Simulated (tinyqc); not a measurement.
Photoconductance decay in a wafer: bulk and surface recombination modes, and iron detection by pair splitting. Changing the thickness W. Computed by tinyqc, a small Python program. Command: `OMP_NUM_THREADS=1 python tinyqc.py 3112796 3112797 out.jsonl pcd sweep`. One thread of a shared host (Intel(R) Xeon(R) Processor @ 2.30GHz), about 0.03 s of CPU time with the checks.

Both faces of the wafer have the same S; injection is low and all coefficients are constant. x runs from -W/2 to W/2.

Inputs (values chosen for the exercise, modelled on p-type silicon): diffusivity D = 26.4 cm^2/s; bulk lifetime tau_b without iron = 34 microsecond; surface recombination velocity S = 5200 cm/s.

Method. Even modes cos(a x) obey b tan b = S W/(2 D) with b = a W/2, odd modes sin(a x) obey -b cot b = S W/(2 D); each decays at the rate 1/tau_b + D a^2. tau_eff is the decay time of the first mode. The surface time is 1/(D a^2) of that mode; shortcuts for it are W/(2 S), W^2/(pi^2 D) and their sum, whose error is sum/surface time - 1.

One run for each value:
```
thickness W (micrometre)  tau_eff (microsecond)  surface time (microsecond)  tau_eff/tau_b
20                                        0.204                  2.0509e-01        0.00600
36                                        0.384                  3.8795e-01        0.01128
63                                        0.720                  7.3554e-01        0.02118
110                                       1.401                  1.4612e+00        0.04121
200                                       3.003                  3.2945e+00        0.08834
360                                       6.503                  8.0402e+00        0.19125
630                                      12.770                  2.0450e+01        0.37558
1100                                     21.063                  5.5353e+01        0.61949
2000                                     28.319                  1.6947e+02        0.83290
```

Describe and explain the trends.

Over the rows, tau_eff (microsecond) rises from 0.204 to 28.3 (exponent d ln y / d ln x 1.1 between the first rows and 0.50 between the last); surface time (microsecond) rises from 0.205 to 169 (exponent d ln y / d ln x 1.1 between the first rows and 1.9 between the last); tau_eff/tau_b rises from 0.00600 to 0.833 (exponent d ln y / d ln x 1.1 between the first rows and 0.50 between the last). Plotting 1/tau_eff against 1/W separates bulk and surface while W/(2 S) is the larger part of the surface time.
